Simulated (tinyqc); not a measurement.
Resonant-tunnelling diode, transfer matrices and Tsu-Esaki current: two steps of the calculation.

Emitter (band edge 0), barrier d1, well Lw, barrier d2, collector (edge -V). The bias drops linearly over these layers and none in the contacts; each layer is cut into ns equal slices, flat at the value of their centres. E is the energy of motion across the layers, C = hbar^2/(2 m0), psi and psi'/m are continuous. Transport is coherent, T(E) is taken as independent of the transverse momentum, and charge in the well is ignored.

Inputs (values chosen for the exercise); masses and offsets of a made-up heterostructure:
- T = 300 K (temperature)
- mw = 0.25 m0 (mass in the well, spacer and contacts)
- ns = 3 (slices in each layer)
- Ef = 0.08 eV (Fermi energy of both contacts above their band edges)
- V = 0.24 V (bias of the collector)
- E = 0.12568 eV (trial energy)

Constants: q = 1.602176634e-19 C, kB = 1.380649e-23 J/K, hbar = 1.054571817e-34 J s, m0 = 9.1093837015e-31 kg, Vt = kB T/q, hbar^2/(2 m0) = 0.0380998212 eV nm^2. Results are converted to the units shown.

Question 1. Running product of the slice matrices at the trial energy. For the pair (psi, psi'/m) a flat layer has M = [[cos kd, (m/k) sin kd], [-(k/m) sin kd, cos kd]] with k = sqrt(m (E - U)/C) above its edge U, and M = [[cosh Kd, (m/K) sinh Kd], [(K/m) sinh Kd, cosh Kd]] with K = sqrt(m (U - E)/C) below it. Later slices stand to the left. With M acting on (psi, psi'/m) and v = k/m in each lead, T(E) = 4 vL vR/[(vL vR M12 - M21)^2 + (vR M11 + vL M22)^2]. vL = sqrt(mw E/C)/mw, vR = sqrt(mw (E + V)/C)/mw.

```
slice       U (eV)  m (m0)  width (nm)
0       0.98933333     0.5  0.26666667
1       0.96800000     0.5  0.26666667
2       0.94666667     0.5  0.26666667
3      -0.08266667    0.25  0.46666667
4      -0.12000000    0.25  0.46666667
5      -0.15733333    0.25  0.46666667
6       0.81333333     0.5  0.26666667
7       0.79200000     0.5  0.26666667
8       0.77066667     0.5  0.26666667
```

Wanted: Product after each layer; T(E).

Answer 1.

Product after each layer:
```
                M11  M12 (nm)  M21 (1/nm)      M22
barrier d1    7.254     1.070       47.28    7.109
well          8.181     1.233      -49.76   -7.376
barrier d2  0.06792    0.1193      -8.763  -0.6716
```

T(E) = 0.6662

Question 2. Current from the resonance alone. J = J0 times the integral over E > 0 of T(E) N(E), N = ln[(1 + exp((Ef - E)/Vt))/(1 + exp((Ef - V - E)/Vt))], J0 = q^2 mw m0 kB T/(2 pi^2 hbar^3) (times 1e-4 for A/cm^2 per eV). For a sharp resonance J = J0 (pi G/2) Tp N(Er), with Er the peak energy, Tp the peak transmission and G the full width at half maximum (in eV). The three values given are estimates from a parabola through three points of 1/T(E).

Er = 0.12472333 eV
Tp = 0.80560722
G = 4.2021038 meV

Find: J0; N(Er); J.

Answer 2.

J0 = 1.046e8 A/(cm^2 eV)
N(Er) = 0.1632
J = 90.77 kA/cm^2

The full integral over T(E) gives 90.84 kA/cm^2; the value above is 0.081 % below it.

Computed by the program tinyqc: `OMP_NUM_THREADS=1 python tinyqc.py 2600066 2600067 out.jsonl`, one thread of a shared Intel Xeon 2.30GHz, about 0.2 s for the whole run.
